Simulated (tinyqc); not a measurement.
From critical angle of the film back to film density rho: X-ray reflectivity of a thin film on silicon: critical angles, Parratt recursion, fringes and roughness. Computed by tinyqc, a small Python program. Command: `OMP_NUM_THREADS=1 python tinyqc.py 3120351 3120352 out.jsonl xrr inv`. One thread of a shared host (Intel(R) Xeon(R) Processor @ 2.30GHz), about 0.01 s of CPU time with the checks.

n = 1 - delta + i beta; the classical electron radius is r_e = 2.8179403e-6 nm. Layer 0 is vacuum, 1 the film, 2 the substrate.

Inputs (values chosen for the exercise, modelled on SiO2 on silicon, copper K-alpha radiation):
```
quantity                                        value    unit
wavelength lambda                             0.15406      nm
effective electrons per unit mass, film         0.497   mol/g
beta/delta, film                                0.013       -
substrate density                                2.33  g/cm^3
effective electrons per unit mass, substrate    0.507   mol/g
beta/delta, substrate                           0.023       -
```

Constants: N_A = 6.02214076e+23 1/mol.

Method. delta = r_e lambda^2 rho_e/(2 pi), rho_e = density x electrons per mass x N_A; critical angle sqrt(2 delta), q_c = 4 sqrt(pi r_e rho_e).

Task: A run gave the result below. Find the film density rho, known to lie between 1.4 and 2.4 g/cm^3.

critical angle of the film = 0.2062176 degrees

Result:

Each step takes the trial c = (a f_b - b f_a)/(f_b - f_a), f being the result less the target and a, b, c the logarithms of the listed values; c replaces end b, the old b replaces a if the sign of f changed, and otherwise f_a is halved.

Scan of the range:
```
film density rho (g/cm^3)  critical angle of the film (degrees)
1.40                                                   0.171128
1.53                                                   0.178897
1.68                                                   0.187461
1.83                                                   0.195651
2.01                                                   0.205048
2.19                                                   0.214032
2.40                                                   0.224059
```

False position (Illinois rule, in the logarithm of the input) inside the bracket:
```
step    end a    end b    trial  critical angle of the film (degrees)
1     2.01000  2.19000  2.03257                              0.206196
2     2.19000  2.03257  2.03299                              0.206217
3     2.19000  2.03299  2.03301                              0.206218
4     2.03299  2.03301  2.03300                              0.206218
```

Critical angle of the film rises at every point of a 13-point scan of the range (every second point is shown), so one value fits; it is bracketed by 2.01 and 2.19. The scan shows a pure power law with exponent 0.5000, so scaling from any one row also gives the answer directly. Answer: film density rho = 2.033 g/cm^3.
